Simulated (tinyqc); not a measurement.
Capacitance measurement on a leaky thin oxide: effects of series resistance and leakage: effect of the series resistance.

The device is a capacitance C in parallel with a leakage conductance G, in series with Rs and Ls. An impedance meter reports either a parallel pair (Cp, Gp) from Y = 1/Z = Gp + i w Cp or a series pair (Cs, Rm) from Z = Rm + 1/(i w Cs); w = 2 pi f, dissipation D = Gp/(w |Cp|).

EOT = 3.9 tox/eox; CET = EOT + zc + zp; C = 3.9 eps0 A/CET; G = Jg A/Vs. Z = Rs + i w Ls + 1/(G + i w C); CET read from Cp = 3.9 eps0 A/Cp; errors under 0.001 % are printed as 0.

Values chosen for this exercise; values of the order met in thin-oxide MOS capacitors: relative permittivity of the gate insulator (close to hafnium oxide) eox = 21.7; insulator thickness tox = 6.9 nm; gate area A = 400 um^2; oxide-equivalent thickness added by the accumulation layer zc = 0.44 nm; oxide-equivalent thickness added by gate depletion zp = 0.3 nm; gate leakage current density, not matched to the thickness Jg = 0.00019 A/cm^2; voltage for an e-fold rise of the leakage Vs = 0.36 V; series inductance Ls = 0 nH; measuring frequency f = 1e6 Hz.

Constants: eps0 = 8.8541878128e-14 F/cm where lengths are in cm. Results are converted to the units shown.

The same in every row: C (pF) = 6.9757; Cs (pF) = 6.9757.

Results:

| Rs (ohm) | Cp (pF) | D | error of Cp (%) | error of Cs (%) | CET read from Cp (nm) |
|---|---|---|---|---|---|
| 1 | 6.9757 | 9.1996e-5 | 0 | 0 | 1.9801 |
| 3 | 6.9757 | 1.7966e-4 | 0 | 0 | 1.9801 |
| 10 | 6.9757 | 4.8646e-4 | 0 | 0 | 1.9801 |
| 100 | 6.9756 | 0.0044311 | -1.96e-3 | 0 | 1.9801 |
| 300 | 6.9745 | 0.013197 | -0.0174 | 0 | 1.9804 |
| 1000 | 6.9623 | 0.043878 | -0.192 | 0 | 1.9839 |
| 3000 | 6.8571 | 0.13154 | -1.70 | 0 | 2.0144 |

Estimate the missing row, Rs = 30 ohm.

Computed row:

| Rs (ohm) | Cp (pF) | D | error of Cp (%) | error of Cs (%) | CET read from Cp (nm) |
|---|---|---|---|---|---|
| 30 | 6.9757 | 0.0013631 | 0 | 0 | 1.9801 |

With this row back in the table: As Rs goes from 1 to 3000, the error of Cp goes from 0 to -1.70 %, that of Cs from 0 to 0 %, and D rises from 9.20e-5 to 0.132. The CET read from Cp goes from 1.98 to 2.01 nm against the true 1.98 nm. Rs does not enter the imaginary part of Z, so Cs does not depend on it.

tinyqc, about 0.01 s, one thread, Intel Xeon 2.30GHz (shared host): `OMP_NUM_THREADS=1 python tinyqc.py 2022108 2022109 out.jsonl`
